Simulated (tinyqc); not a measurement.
Plane-wave Kohn-Sham cycle with exchange-only LDA in a layered model solid, step by step. Computed by tinyqc, a small Python program that keeps every step. Settings: points = 16, plane-wave index or count = 3, electrons = 2, k points = 3, area = 12.0, mixing = 0.1, iteration cap = 60. Command: `OMP_NUM_THREADS=1 python tinyqc.py 31587 31588 out.jsonl` (the two numbers bound the seeds that draw the settings). One thread of a shared host (Intel(R) Xeon(R) Processor @ 2.60GHz), about 0.02 s of CPU time with the checks.

A solid whose potential varies along x alone (atomic units):
```
parameter                      value
period a                    8.500000
cross-section of the cell  12.000000
electrons per cell                 2
grid points                       16
plane waves -n..n, n               3
k points                           3
V1 in V1 cos(2 pi x/a)     -0.350000
```

Stop when sqrt(dV sum R^2) is below 1e-8, dV = a A/N.

Course of the cycle:
```
iteration  E (hartree)  norm of the residual
1          -0.69883280              2.03e-01
2          -0.63489580              1.73e-01
3          -0.58757164              1.45e-01
4          -0.55365114              1.20e-01
5          -0.53017872              9.80e-02
6          -0.51455612              7.85e-02
7          -0.50458586              6.16e-02
8          -0.49849338              4.77e-02
9          -0.49492547              3.64e-02
10         -0.49291610              2.76e-02
11         -0.49182173              2.11e-02
...                ...                   ...
50         -0.49060866              1.95e-04
51         -0.49060866              1.75e-04
52         -0.49060866              1.57e-04
53         -0.49060866              1.41e-04
54         -0.49060865              1.27e-04
55         -0.49060865              1.14e-04
56         -0.49060865              1.02e-04
57         -0.49060865              9.15e-05
58         -0.49060865              8.21e-05
59         -0.49060865              7.37e-05
60         -0.49060865              6.62e-05
```

Can the last value be used, and what does the course show?

Not by the stop rule, although the second column moves by less than 1e-07 over the last three steps. Not converged within 60 iterations: the residual falls steadily but slowly, by a factor of about 0.90 a step. Reruns (cap 100 unless said): mixing 0.5, Kerker q0 1.0: converged in 43 (E = -0.49061); mixing 0.3, Pulay depth 5: converged in 12 (E = -0.49061); the original settings with a cap of 400: converged in 142 (E = -0.49061).
